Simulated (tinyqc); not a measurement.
Changing the temperature T: q-state Potts model on a small periodic square lattice: enumeration, Metropolis, heat-bath and Wolff steps. Computed by tinyqc, a small Python program. Command: `OMP_NUM_THREADS=1 python tinyqc.py 3112271 3112272 out.jsonl potts sweep`. One thread of a shared host (Intel(R) Xeon(R) Processor @ 2.30GHz), about 0.03 s of CPU time with the checks.

E = -J x (number of nearest-neighbour bonds with equal states); n x n sites with periodic edges have 2 n^2 bonds. Order parameter m = (q f - 1)/(q - 1), f being the largest share of one state. Sites are numbered row by row from 0. Here q = 2 and n = 4.

Inputs (values chosen for the exercise, for a model of domains or grain orientations): number of states q = 2; edge n = 4; coupling J = 23 meV.

Constants: k_B = 8.617333262e-05 eV/K.

Method:
- K = J/(k_B T); the infinite square lattice orders at K_c = ln(1 + sqrt(q)); Wolff bond probability p = 1 - exp(-K).
- All q^(n^2) states are counted by their number b of equal bonds; weights g(b) exp(K b), K = J/(k_B T). Per site: u = -J <b>/n^2, c/k_B = K^2 (<b^2> - <b>^2)/n^2.
- ln Z = ln sum g(b) exp(K b); entropy per site s/k_B = (ln Z - K <b>)/n^2.
- The same sums with m: <m> and the Binder ratio U = 1 - <m^4>/(3 <m^2>^2).

One run for each value:
```
temperature T (K)  heat capacity c (k_B/site)  entropy s (k_B/site)      <m>  energy u (meV/site)
92                                 1.2457e-03               0.04344  0.99998              -45.999
123                                1.3608e-02               0.04503  0.99964              -45.984
164                                7.6544e-02               0.05594  0.99644              -45.845
218                                2.9029e-01               0.10261  0.97609              -45.058
291                                7.3943e-01               0.24979  0.87136              -41.782
388                                6.5241e-01               0.47136  0.62818              -35.365
517                                2.6714e-01               0.59810  0.43292              -30.560
690                                1.0855e-01               0.64831  0.33458              -28.022
920                                5.1077e-02               0.67002  0.28438              -26.553
```

Over the rows, heat capacity c (k_B/site) goes from 0.00125 through a maximum among these rows, 0.739 at 291, to 0.0511; entropy s (k_B/site) rises from 0.0434 to 0.670 (exponent d ln y / d ln x 0.12 between the first rows and 0.11 between the last); <m> falls from 1.000 to 0.284 (exponent d ln y / d ln x -0.0012 between the first rows and -0.57 between the last). The entropy runs between ln(q)/n^2 = 0.043 and ln q = 0.693 k_B per site.

Extremes, crossings and ranges named in words are read from the listed rows.
